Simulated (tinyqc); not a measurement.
Drifting, spreading and decaying minority pulse (Haynes-Shockley), explicit time steps: one step of the calculation.

Low injection in a uniform field: dn/dt = D d2n/dx2 - v dn/dx - n/tau with D = mu Vt and v = mu F towards +x. Exact solution on an infinite bar for a Gaussian start at x0: n = N0 exp(-t/tau) exp(-(x - x0 - v t)^2/(2 s^2))/sqrt(2 pi s^2), s^2 = s0^2 + 2 D t.

Problem. Coefficients of the scheme. Exponentially fitted fluxes: d = F hx/Vt, B(d) = d/(exp(d) - 1), k = D dt/hx^2; (L n)_i = a n_(i-1) + b n_i + c n_(i+1) with a = k B(-d), c = k B(d), b = -a - c - dt/tau. Explicit steps keep n positive for dt up to 1/[(D/hx^2)(B(d) + B(-d)) + 1/tau].

Inputs (values chosen for the exercise); mobility close to that of indium phosphide at room temperature: temperature T = 350 K; minority-carrier mobility mu = 197 cm^2/(V s); sweep field along the drift F = 39 V/cm; mesh step hx = 5.4 um; lifetime tau = 1.2e-6 s; time step dt = 2e-8 s.

Constants: q = 1.602176634e-19 C, kB = 1.380649e-23 J/K, Vt = kB T/q. Results are converted to the units shown.

Give: D; v; d; a; b; c; positivity limit of dt.

Solution.

D = 5.942 cm^2/s
v = 7683 cm/s
d = 0.6983
a = 0.5662
b = -0.8646
c = 0.2817
positivity limit of dt = 2.313e-8 s

tinyqc, about 0.01 s, one thread, Intel Xeon 2.30GHz (shared host): `OMP_NUM_THREADS=1 python tinyqc.py 2310102 2310103 out.jsonl`
